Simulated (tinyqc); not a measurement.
Resistance of a tapered via with liner, size effect and interface: one step of the calculation.

A round via whose diameter grows from db at the bottom as D(z) = db + 2 z/tan(ang). The fill, of diameter D - 2 tl, starts above the bottom liner (thickness fb tl) and has rho = rho0 (1 + ks lam/(D - 2 tl)); the sidewall liner conducts in parallel with it. The bottom liner and the interface are crossed over the full area pi db^2/4. Spreading in the lines above and below is left out.

Task. Total resistance. R_fill = sum of the slices; R_bottom = rl fb tl/(pi db^2/4); R_interface = ri/(pi db^2/4); ballistic (Sharvin) limit 1/(Sb pi (db - 2 tl)^2/4); ideal cylinder rho0 hv/(pi db^2/4).

Parameters, values chosen for the exercise; fill metal close to copper: diameter at the bottom db = 32 nm; height hv = 87 nm; bulk resistivity of the fill rho0 = 1.66 uohm cm; liner on the sidewall tl = 2.5 nm; liner at the bottom over that on the sidewall fb = 1; resistivity of the liner rl = 590 uohm cm; interface resistivity at the bottom ri = 2.3e-12 ohm cm^2; ballistic conductance per area, about 3/(4 rho0 lam) Sb = 1.1e15 S/m^2.

slice resistance, slice 0 to 7 (ohm): [0.88589578, 0.77257570, 0.67861111, 0.59996560, 0.53358140, 0.47711199, 0.42873519, 0.38702067]

Wanted: parts; R; shares; ballistic limit; ideal cylinder.

Result.

parts (ohm): fill 4.763, bottom liner 18.34, interface 0.2860
R = 23.39 ohm
shares (%): fill 20.37, bottom liner 78.41, interface 1.22
ballistic limit = 1.588 ohm
ideal cylinder = 1.796 ohm

The bottom liner is the largest part, and R is 13.0 times the ideal cylinder. With 2000 slices R = 23.394 ohm.

Numbers from tinyqc (`OMP_NUM_THREADS=1 python tinyqc.py 2750193 2750194 out.jsonl`; about 0.01 s on one thread of a shared Intel Xeon 2.30GHz).
